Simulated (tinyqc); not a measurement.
Permeation of metal atoms or ions through a thin barrier or dielectric: time lag, field-aided drift and lifetime: one step, computed by the program tinyqc. Command: `OMP_NUM_THREADS=1 python tinyqc.py 3015599 3015600 out.jsonl barrier walk`. One thread of a shared host (Intel(R) Xeon(R) Processor @ 2.30GHz), about 0.01 s of CPU time with the checks.

The film 0 < x < d is empty at first; C = C0 at x = 0 and C = 0 at x = d. dC/dt = D d2C/dx2 - v dC/dx with drift v = D z e V/(k_B T d) (uniform field, no space charge).

Task: Time to the critical dose. Steady flux J = (D C0/d) P/(1 - exp(-P)); time lag in units of d^2/D: s_L = [P (1 + exp(-P))/(1 - exp(-P)) - 2]/P^2 (P = 0: J = D C0/d, s_L = 1/6). Dose through the film Q(s) = C0 d {f (s - s_L) - 2 exp(P/2) sum_(n=1..200) (-1)^n n^2 pi^2 exp(-l_n s)/l_n^2}, l_n = n^2 pi^2 + P^2/4, f = P/(1 - exp(-P)) the relative flux. Temperatures in kelvin are T(C) + 273.15. Solve Q = Q_c for s. At the use temperature D and P take T_u, with the same C0 and V; 1 year = 3.15576e7 s.

Inputs (values chosen for the exercise, for a model case: singly charged ions through a dielectric):
```
quantity                                   value    unit
thickness d                                   11      nm
prefactor D0                             9.8e-08  cm^2/s
activation energy E                         0.97      eV
concentration at the source side C0      5.3e+14  1/cm^3
charge number z                                1       -
voltage V (positive drives ions across)     0.47       V
critical dose Q_c                          4e+07  1/cm^2
test temperature T                           175       C
use temperature T_u                           85       C
```

Peclet number P = 12.17031

time scale d^2/D = 999831.2 s

Constants: k_B = 8.617333262e-05 eV/K.

Give: s at the critical dose; failure time at T; failure time at T_u.

Result:

s at the critical dose = 0.05909

failure time at T = 59084 s

failure time at T_u = 0.8781 years

Caution: grain boundaries, pinholes, trapping and space charge are left out; thin real barriers usually fail at defects.
